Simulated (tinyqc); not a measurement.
Holstein polaron on two sites: one step, computed by the program tinyqc. Command: `OMP_NUM_THREADS=1 python tinyqc.py 3024990 3024991 out.jsonl holstein walk`. One thread of a shared host (Intel(R) Xeon(R) Processor @ 2.30GHz), about 0.01 s of CPU time with the checks.

One electron on sites 1 and 2: H = -t (c1+ c2 + c2+ c1) + hbar omega sum_i b_i+ b_i - g hbar omega sum_i n_i (b_i + b_i+). The symmetric phonon shifts the energy by -g^2 hbar omega/2 and drops out; with b = (b_1 - b_2)/sqrt(2) there remains H = -t sigma_x + hbar omega b+ b - (g hbar omega/sqrt(2)) sigma_z (b + b+). Parity splits it into blocks p = +1 and -1 over phonon numbers n. Zero-point energies are left out. Weights Z refer to mode b alone; the displaced symmetric mode multiplies the full zero-phonon weight by exp(-g^2/2).

Task: The even block in a small basis. Block p: H_nn = n hbar omega - p t (-1)^n - g^2 hbar omega/2, H_(n,n+1) = -(g hbar omega/sqrt(2)) sqrt(n + 1). Take p = +1 and n = 0..N-1.

Inputs (values chosen for the exercise, for a model dimer): hopping t = 1.6 meV; phonon energy hbar omega = 20.2 meV; coupling g = 0.466; phonon levels kept N = 6.

Give: H, even block.

Result:

H, even block (meV):
$$\begin{pmatrix}
-3.8 & -6.7 & 0.0 & 0.0 & 0.0 & 0.0 \\
-6.7 & 19.6 & -9.4 & 0.0 & 0.0 & 0.0 \\
0.0 & -9.4 & 36.6 & -11.5 & 0.0 & 0.0 \\
0.0 & 0.0 & -11.5 & 60.0 & -13.3 & 0.0 \\
0.0 & 0.0 & 0.0 & -13.3 & 77.0 & -14.9 \\
0.0 & 0.0 & 0.0 & 0.0 & -14.9 & 100.4
\end{pmatrix}$$
